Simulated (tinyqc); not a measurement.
Thermal boundary conductance by the acoustic and diffuse mismatch models: one step, computed by the program tinyqc. Command: `OMP_NUM_THREADS=1 python tinyqc.py 3005229 3005230 out.jsonl kapitza walk`. One thread of a shared host (Intel(R) Xeon(R) Processor @ 2.30GHz), about 0.01 s of CPU time with the checks.

Each side has one longitudinal and two transverse Debye branches, omega = v q up to q_D = (6 pi^2 n)^(1/3), with n counting all atoms. Scattering at the interface is elastic. Electrons are left out of G, also for metals. Melting is ignored. G refers to the temperatures of the phonons sent towards the interface. Linear branches over all atoms overstate G at high T, most for crystals with several atoms a cell.

Task: Diffuse mismatch: transmission at low frequency. A phonon forgets its side and branch: alpha(1 to 2) = S_2/(S_1 + S_2), S_i = 1/vL_i^2 + 2/vT_i^2.

Inputs (values chosen for the exercise, modelled on germanium (side 1) and gold (side 2)): longitudinal velocity vL_1 = 5330 m/s; transverse velocity vT_1 = 3200 m/s; longitudinal velocity vL_2 = 3450 m/s; transverse velocity vT_2 = 1250 m/s.

Structure: film on a substrate.

Give: S_1; S_2; diffuse alpha, 1 to 2.

Result:

S_1 = 2.305e-07 s^2/m^2

S_2 = 1.364e-06 s^2/m^2

diffuse alpha, 1 to 2 = 0.8554
